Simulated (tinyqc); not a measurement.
Worked calculation: Holstein polaron on two sites. Computed by tinyqc, a small Python program that keeps every step. Command: `OMP_NUM_THREADS=1 python tinyqc.py 3012129 3012130 out.jsonl holstein walk`. One thread of a shared host (Intel(R) Xeon(R) Processor @ 2.30GHz), about 0.01 s of CPU time with the checks. Intermediate numbers are printed to about 6 digits and carried at full precision; extremes and crossings named in words are read from the listed rows.

One electron on sites 1 and 2: H = -t (c1+ c2 + c2+ c1) + hbar omega sum_i b_i+ b_i - g hbar omega sum_i n_i (b_i + b_i+). The symmetric phonon shifts the energy by -g^2 hbar omega/2 and drops out; with b = (b_1 - b_2)/sqrt(2) there remains H = -t sigma_x + hbar omega b+ b - (g hbar omega/sqrt(2)) sigma_z (b + b+). Parity splits it into blocks p = +1 and -1 over phonon numbers n. Zero-point energies are left out. Weights Z refer to mode b alone; the displaced symmetric mode multiplies the full zero-phonon weight by exp(-g^2/2).

Inputs (values chosen for the exercise, for a model dimer):
```
quantity                  value  unit
hopping t                    87   meV
phonon energy hbar omega   85.2   meV
coupling g                0.722     -
phonon levels kept N          4     -
```

## Energy scales

Polaron binding energy E_p = g^2 hbar omega; ratio E_p/t (the adiabatic potential has two wells when it exceeds 1); adiabaticity hbar omega/t.

E_p = 44.4134 meV

E_p/t = 0.510499

hbar omega/t = 0.979310

## The even block in a small basis

Block p: H_nn = n hbar omega - p t (-1)^n - g^2 hbar omega/2, H_(n,n+1) = -(g hbar omega/sqrt(2)) sqrt(n + 1). Take p = +1 and n = 0..N-1.

H, even block (meV), lower triangle (symmetric):
```
          1        2        3        4
1  -109.207
2   -43.497  149.993
3     0.000  -61.514   61.193
4     0.000    0.000  -75.339  320.393
```

## Levels in the small basis

Diagonalise H; the eigenvector has its largest component positive; Z is the weight of n = 0.

levels (meV): -116.959  16.932  180.246  342.155

lowest eigenvector: 0.982327  0.175086  0.065206  0.011232

Z in the small basis = 0.964967

## Converged results

Use 60 levels in both blocks; Z = c_0^2 is the weight of n = 0 in the ground state c; the splitting is the lowest odd level less the lowest even one, which without coupling is the smaller of 2t and hbar omega; <sigma_x> = sum (-1)^n c_n^2 measures the kinetic energy.

ground-state energy = -116.963 meV

weight Z of n = 0 in mode b = 0.964880

mean phonon number in b = 0.0397248

splitting = 62.4699 meV

splitting/(2t) = 0.359022

<sigma_x> = 0.938363

The small basis misses the ground-state energy by 0.00304 meV. Mode b stays mostly in its zero-phonon state. Caution: with hbar omega below 2t the lowest odd level starts as a one-phonon state, so the splitting here is a softened phonon and not a narrowed hopping.

## Approximations to the ground state

Second order: E = -t - E_p/2 - (E_p/2) hbar omega/(hbar omega + 2t). Lang-Firsov: E = -E_p - t exp(-g^2). Variable displacement: E(x) = -E_p/2 - t exp(-g^2 x^2) - (E_p/2)(2x - x^2), minimised over 0 <= x <= 1. Adiabatic, classical lattice: E = -E_p/2 - t for E_p < t, else -E_p - t^2/(2 E_p); it leaves out the change of zero-point energy.

Ground-state energy (meV):
```
method                        E  E - exact
second order in g      -116.506     0.4564
Lang-Firsov             -96.070    20.8922
variable displacement  -116.653     0.3098
adiabatic, classical   -109.207     7.7558
```

best displacement x = 0.34232

Closest here is variable displacement (+0.31 meV), furthest Lang-Firsov (+20.89 meV), at hbar omega/t = 0.98 and E_p/t = 0.51. Lang-Firsov and variable displacement are variational and lie above the exact value.

Checks made by the program: 60 against 80 levels (relative difference below 1e-10); Hellmann-Feynman: dE/dt = -<sigma_x> (relative difference below 1e-10).
